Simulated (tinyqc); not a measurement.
Isochronal anneals: hydrogen passivation of interface dangling bonds: competing passivation and dissociation with distributed barriers. Computed by tinyqc, a small Python program. Command: `OMP_NUM_THREADS=1 python tinyqc.py 3027274 3027275 out.jsonl passiv walk`. One thread of a shared host (Intel(R) Xeon(R) Processor @ 2.30GHz), about 0.02 s of CPU time with the checks.

P_b + H2 gives P_bH + H at the rate k_f [H2]; P_bH gives P_b + H at the rate k_d. All defects start unpassivated. E_f and E_d are Gaussian and independent.

Inputs (values chosen for the exercise, close to those used for P_b centres at the silicon-oxide interface):

| quantity | value | unit |
|---|---|---|
| passivation prefactor k_f0 | 1.8e-07 | cm^3/s |
| mean passivation barrier E_f | 1.62 | eV |
| spread sigma_f | 0.087 | eV |
| dissociation prefactor k_d0 | 3.3e+12 | 1/s |
| mean dissociation barrier E_d | 2.56 | eV |
| spread sigma_d | 0.087 | eV |
| H2 in the oxide per atm, solubility factor | 1.5e+18 | 1/(cm^3 atm) |
| hydrogen pressure p | 0.05 | atm |
| anneal time t | 630 | s |

Constants: k_B = 8.617333262e-05 eV/K.

Method:
- [H2] = solubility factor x p; a = k_f0 [H2] exp(-E_f/(k_B T)), d = k_d0 exp(-E_d/(k_B T)). For one pair of barriers the active share is y = [d + a exp(-(a + d) t)]/(a + d).
- Temperatures in kelvin are T(C) + 273.15.
- Average y over both Gaussians with 40 x 40 Gauss-Hermite points.
- Minimise the averaged y over T between 150 and 900 C: find where ln y is equal at T - 0.05 and T + 0.05 C; T is rounded to 0.1 C.

best temperature = 495 C

Active share after the time t:

| T (C) | a (1/s) | d (1/s) | single barriers | distributed |
|---|---|---|---|---|
| 200 | 7.4960e-08 | 1.7806e-15 | 9.9995e-01 | 9.9955e-01 |
| 250 | 3.3421e-06 | 7.1894e-13 | 9.9790e-01 | 9.8813e-01 |
| 300 | 7.6820e-05 | 1.0189e-10 | 9.5276e-01 | 8.7168e-01 |
| 350 | 1.0677e-03 | 6.5208e-09 | 5.1036e-01 | 4.7981e-01 |
| 400 | 1.0037e-02 | 2.2499e-07 | 1.8156e-03 | 1.0186e-01 |
| 450 | 6.9219e-02 | 4.7573e-06 | 6.8723e-05 | 6.3970e-03 |
| 500 | 3.7185e-01 | 6.7788e-05 | 1.8227e-04 | 1.0546e-03 |
| 600 | 6.0225e+00 | 5.5249e-03 | 9.1653e-04 | 3.3590e-03 |
| 700 | 5.5034e+01 | 1.8227e-01 | 3.3010e-03 | 9.1198e-03 |
| 800 | 3.3298e+02 | 3.1342e+00 | 9.3248e-03 | 2.0670e-02 |

What does the comparison show, and why?

The distributed share is least at 500 C among these rows, 0.0011, and the search puts the optimum at 495 C. On the cold side defects with high E_f survive; on the hot side dissociation, with the larger barrier, gains on passivation with an energy E_d - E_f = 0.94 eV. In that row single barriers give 1.8e-4, so the spread raises the floor. Caution: atomic hydrogen, which both passivates and depassivates, and further passivation during cooling are left out.

Extremes, crossings and ranges named in words are read from the listed rows.
